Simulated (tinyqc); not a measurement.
# Worked calculation: MOSFET in saturation, small-signal circuit and noise

Program tinyqc, `OMP_NUM_THREADS=1 python tinyqc.py 2150009 2150010 out.jsonl`; Intel Xeon 2.30GHz, shared host, one thread, about 0.01 s. Printed values are rounded.

Bias by the inversion coefficient IC = I/Ispec (charge-based model with velocity saturation; weak inversion below 0.1, strong above 10). Common-source circuit: gm, gds, Cgs, Cgd and Cj at the inner nodes, Rg in series with the gate; quasi-static, no source or drain resistance, no gate-body capacitance, no substrate network, no induced gate noise, so fmax is an upper estimate.

Inputs (values chosen for the exercise): temperature T = 293 K; gate length L = 180 nm; total gate width W = 80 um; gate capacitance Cox = 1.85 uF/cm^2; mobility mu = 180 cm^2/(V s); slope factor n = 1.24; velocity-saturation length Ls = 20 nm; ratio gds/gm sg = 0.022; overlap and fringe capacitance per side Cov = 0.33 fF/um; drain junction capacitance Cj = 0.35 fF/um; sheet resistance of the gate Rsh = 15 ohm; finger width Wf = 2 um; gate contact and vertical resistance Rc = 200 ohm um; inversion coefficient IC = 0.79; short-channel excess of the noise factor gw = 0.11; oxide trap density Nt = 6.1e16 cm^-3 eV^-1; tunnelling length into the oxide lt = 0.1 nm; Coulomb scattering coefficient ac = 1000 V s/C; signal frequency f = 1 GHz.

Constants: q = 1.602176634e-19 C, kB = 1.380649e-23 J/K, Vt = kB T/q. Results are converted to the units shown.

Range of the model: fmax exceeds 4 fT, where channel resistance and substrate losses, left out here, would cap it.

## Current, transconductance and gain

Ispec = 2 n mu Cox (W/L) Vt^2, lc = Ls/L, gms = [sqrt((lc IC + 1)^2 + 4 IC) - 1]/[2 + lc (lc IC + 1)], gm = gms Ispec/(n Vt), gds = sg gm.

Ispec = 233.9884 uA
I = 184.8509 uA
gms = 0.5111355
gm = 3.820043 mS
gds = 0.08404095 mS
gm/I = 20.66554 1/V

gm/I is 64.7 % of its weak-inversion limit 1/(n Vt); without velocity saturation (lc = 0) gms would be 0.520.

## Capacitances, gate resistance and cut-off frequencies

qs = [sqrt(1 + 4 IC) - 1]/2, Cgs = Cox W L qs (2 qs + 3)/(3 (qs + 1)^2) + Cov W, Cgd = Cov W, Cd = Cj W, Rg = Rsh (Wf/L)/(12 Nf) + Rc/W with Nf = W/Wf fingers (not rounded) contacted at both ends. fT = gm/(2 pi (Cgs + Cgd)), fmax = fT/(2 sqrt(Rg (gds + 2 pi fT Cgd))).

Cgs = 107.1266 fF
Cgd = 26.4 fF
Cd = 28 fF
Rg = 2.847222 ohm
fT = 4.553241 GHz
fmax = 46.57121 GHz

Overlap and fringe make up 39.5 % of the gate capacitance; fmax is 10.2 times fT.

## Admittance matrix

Inner admittances at w = 2 pi f: y11 = i w (Cgs + Cgd), y12 = -i w Cgd, y21 = gm - i w Cgd, y22 = gds + i w (Cgd + Cd). Invert to Z, add Rg to Z11 and invert back to Y.

inner y (mS):
```
	1	2
1	0.000000+0.838972i	0.000000-0.165876i
2	3.820043-0.165876i	0.084041+0.341805i
```

Y with Rg (mS):
```
	1	2
1	0.002004+0.838968i	-0.000396-0.165875i
2	3.819625-0.175000i	0.084124+0.343609i
```

## Current gain and unilateral power gain

|h21| = |Y21/Y11|; U = |Y21 - Y12|^2/(4 [Re Y11 Re Y22 - Re Y12 Re Y21]). Extrapolated at 20 dB a decade: f |h21| and f sqrt(U).

|h21| = 4.557532
U = 2168.878
f |h21| = 4.557532 GHz
f sqrt(U) = 46.57121 GHz

f |h21| is 0.094 % above the formula for fT, and f sqrt(U) within 0.01 % of that for fmax.

## Noise at the gate

Channel noise Sid = 4 kB T gam n gm with gam = (1/2 + (2/3) qs)/(1 + qs) + gw lc IC, qs = [sqrt(1 + 4 IC) - 1]/2, lc = Ls/L (the last term an empirical rise with velocity saturation); at the gate, white noise Sw = Sid/gm^2 + 4 kB T Rg. Number fluctuation with correlated mobility: S(f) = K/f, K = q^2 Vt lt Nt/(W L Cox^2) (1 + ac mu Cox I/gm)^2, Vt in eV with Nt per eV. Corner fc = K/Sw. Full shot noise would be 2 q I.

gam = 0.5666590
Sid = 4.343328e-23 A^2/Hz
Sid/(2 q I) = 0.7332646
sqrt(Sw) = 1.738515 nV/Hz^0.5
K = 8.282661e-13 V^2
fc = 0.2740393 MHz

The gate resistance gives 1.5 % of the white noise power.
